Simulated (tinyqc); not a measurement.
What moves the exposure: standing waves and exposure in a photoresist film.

Normal incidence from air. Unexposed resist: N1 = n1 + i k1 with k1 = (A + B) lam/(4 pi), lam in micrometres. r01 = (1 - N1)/(1 + N1), t01 = 2/(1 + N1). Below the resist lie the layer Na = na + i ka and the substrate Ns = ns + i ks: r12 = (r1a + ras x)/(1 + r1a ras x), x = exp(4 pi i Na da/lam), r1a = (N1 - Na)/(N1 + Na), ras = (Na - Ns)/(Na + Ns). With p = exp(2 pi i N1 d/lam), the field at depth z is E(z) = t01 [exp(2 pi i N1 z/lam) + r12 p^2 exp(-2 pi i N1 z/lam)]/(1 + r01 r12 p^2), the relative intensity I(z) = n1 |E(z)|^2 and the reflectance R = |(r01 + r12 p^2)/(1 + r01 r12 p^2)|^2.

Inputs chosen for the exercise (a resist on polySi, indices near tabulated ones; not measured data):

| symbol | value | unit | meaning |
|---|---|---|---|
| lam | 193 | nm | vacuum wavelength |
| n1 | 1.673 |  | resist index |
| A | 0.09 | 1/micrometre | bleachable absorption (Dill A) |
| B | 0.89 | 1/micrometre | fixed absorption (Dill B) |
| d | 211 | nm | resist thickness |
| ns | 1.017 |  | substrate n |
| ks | 2.229 |  | substrate k |
| na | 1.844 |  | n of the bottom antireflection layer |
| ka | 0.324 |  | its k |
| da | 85 | nm | its thickness |

The mean of I is over 800 depths.

Results for these values:

| case | \|r12\|^2 | R | mean I | I at the bottom |
|---|---|---|---|---|
| base | 0.0092 | 0.0491 | 0.8753 | 0.6352 |

What happens to each result for ks = 2.006, all else kept?

Answer: |r12|^2 rises from 0.0092 to 0.0102; R rises from 0.0491 to 0.0516; mean I does not change at the printed digits; I at the bottom falls from 0.6352 to 0.6279.

The same for each parameter in turn:

| case | \|r12\|^2 | R | mean I | I at the bottom |
|---|---|---|---|---|
| base | 0.0092 | 0.0491 | 0.8753 | 0.6352 |
| d = 221 nm | 0.0092 | 0.0867 | 0.8364 | 0.6041 |
| n1 = 1.69 | 0.0083 | 0.0593 | 0.8650 | 0.6350 |
| B = 1.09 1/micrometre | 0.0092 | 0.0491 | 0.8567 | 0.6086 |
| ks = 2.006 | 0.0102 | 0.0516 | 0.8753 | 0.6279 |
| da = 95 nm | 0.0245 | 0.0795 | 0.8762 | 0.5813 |
| ka = 0.421 | 0.0110 | 0.0726 | 0.8612 | 0.6400 |

tinyqc: `OMP_NUM_THREADS=1 python tinyqc.py 1680114 1680115 out.jsonl`; about 0.01 s, one thread, shared Intel(R) Xeon(R) Processor @ 2.30GHz.
